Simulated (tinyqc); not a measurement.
# Metal gate on a two-layer dielectric stack with fixed charge and a dipole: what changes with what

Gate, layer 2, layer 1, p-type semiconductor; x runs from the gate inwards. Charges are counted in units of +q. psi is the band bending at the surface, positive towards inversion. Classical charge, Boltzmann statistics, no interface traps.

Parameters, values chosen for the exercise; band and dielectric values close to those of germanium, layer 1 close to silicon dioxide, layer 2 close to aluminium oxide:

| symbol | value | unit | meaning |
|---|---|---|---|
| T | 300 | K | temperature |
| Eg | 0.661 | eV | band gap |
| eps_r | 16.3 |  | relative permittivity |
| Nc | 1.05e19 | cm^-3 | conduction-band density of states at T |
| Nv | 6.1e18 | cm^-3 | valence-band density of states at T |
| chi | 4.05 | eV | electron affinity |
| Na | 8.6e16 | cm^-3 | acceptor density |
| pM | 4.12 | eV | work function of the gate metal |
| t1 | 1.2 | nm | thickness of layer 1, next to the semiconductor |
| e1 | 3.88 |  | relative permittivity of layer 1 |
| t2 | 2 | nm | thickness of layer 2, next to the gate |
| e2 | 9.27 |  | relative permittivity of layer 2 |
| Q1 | 3e11 | cm^-2 | fixed charge at the semiconductor interface |
| Q2 | 6.5e11 | cm^-2 | fixed charge between the layers |
| r1 | 0 | cm^-3 | uniform charge density in layer 1 |
| r2 | 2.9e18 | cm^-3 | uniform charge density in layer 2 |
| Vd | 0 | V | flat-band shift by a dipole layer between the layers |

Constants: q = 1.602176634e-19 C, kB = 1.380649e-23 J/K, Vt = kB T/q, eps0 = 8.8541878128e-14 F/cm where lengths are in cm. Results are converted to the units shown.

Each table varies one quantity; the others keep the values above.

## Flat band against the thickness t2

EOT = 3.9 (t1/e1 + t2/e2), Cox = eps0/(t1/e1 + t2/e2); phi_ms = pM - (chi + Eg - Vt ln(Nv/Na)). Vfb = phi_ms + Vd - (q/eps0) [Q1 (t1/e1 + t2/e2) + Q2 t2/e2 + r1 (t1^2/(2 e1) + t1 t2/e2) + r2 t2^2/(2 e2)]: each charge counts with its electrical distance from the gate. ni = sqrt(Nc Nv) exp(-Eg/(2 Vt)), Eg in volts, pB = Vt ln(Na/ni), Vth = Vfb + 2 pB + sqrt(4 q eps0 eps_r Na pB)/Cox.

Result of one run:
```
t2 (nm)  EOT (nm)  Vfb (V)  Vth (V)
7.4         4.319  -0.7898  -0.2003
```

What becomes of these results when the thickness of layer 2, next to the gate t2 is changed from 7.4 to 1 nm, all else the same?

Result of the changed run:
```
t2 (nm)  EOT (nm)  Vfb (V)   Vth (V)
1           1.627  -0.5190  -0.03101
```

The whole series:
```
t2 (nm)  EOT (nm)  Vfb (V)   Vth (V)
1           1.627  -0.5190  -0.03101
2.3         2.174  -0.5552  -0.04663
3.6         2.721  -0.6011  -0.07181
4.9         3.268  -0.6564   -0.1066
6.1         3.773  -0.7161   -0.1471
7.4         4.319  -0.7898   -0.2003
8.7         4.866  -0.8732   -0.2630
10          5.413  -0.9661   -0.3353
```

Vfb falls from -0.519 to -0.966 V and Vth falls from -0.0310 to -0.335 V. The slope dVfb/dEOT is -66.3 mV/nm between the first two rows and -170 between the last two: the charge inside the growing layer bends the line. A line through the end rows meets EOT = 0 at -0.327 V, against phi_ms + Vd = -0.481 V; an effective work function read from it is off by 154 mV from pM.

## Flat band against the thickness t1

Same model as above.

Flat band against the thickness t1:
```
t1 (nm)  EOT (nm)   Vfb (V)    Vth (V)
0.5        1.3440  -0.53623  -0.058921
1          1.8466  -0.54323  -0.046958
1.5        2.3492  -0.55022  -0.034996
2          2.8517  -0.55722  -0.023033
2.5        3.3543  -0.56421  -0.011070
3          3.8569  -0.57121  8.9211e-4
3.5        4.3595  -0.57821   0.012855
4          4.8620  -0.58520   0.024817
```

Vfb falls from -0.536 to -0.585 V and Vth rises from -0.0589 to 0.0248 V. The slope dVfb/dEOT is -13.9 mV/nm between the first two rows and -13.9 between the last two: a straight line, set by the charge below the growing layer, which reads as 3.00e11 cm^-2. A line through the end rows meets EOT = 0 at -0.518 V, against phi_ms + Vd = -0.481 V; an effective work function read from it is off by -36.7 mV from pM.

## Threshold against doping

Same model as above.

Threshold against doping:
```
Na (cm^-3)  phi_ms (V)  2 pB (V)  Qd/Cox (V)   Vth (V)
4.5e16         -0.4641    0.3931     0.05363  -0.08252
6.5e16         -0.4736    0.4121     0.06600  -0.06065
9.3e16         -0.4828    0.4307     0.08070  -0.03669
1.3e17         -0.4915    0.4480     0.09731  -0.01142
1.9e17         -0.5013    0.4676      0.1202   0.02127
2.8e17         -0.5113    0.4876      0.1490   0.06011
4e17           -0.5206    0.5061      0.1814    0.1018
5.8e17         -0.5302    0.5253      0.2226    0.1525
```

What does the table show?

Vth rises from -0.0825 to 0.153 V. Of the change, phi_ms + 2 pB gives 66.1 mV (Vt ln 10 a decade) and the depletion charge 169 mV, growing as Na^(0.56).

Numbers from tinyqc (`OMP_NUM_THREADS=1 python tinyqc.py 2010021 2010022 out.jsonl`; about 0.01 s on one thread of a shared Intel Xeon 2.30GHz).
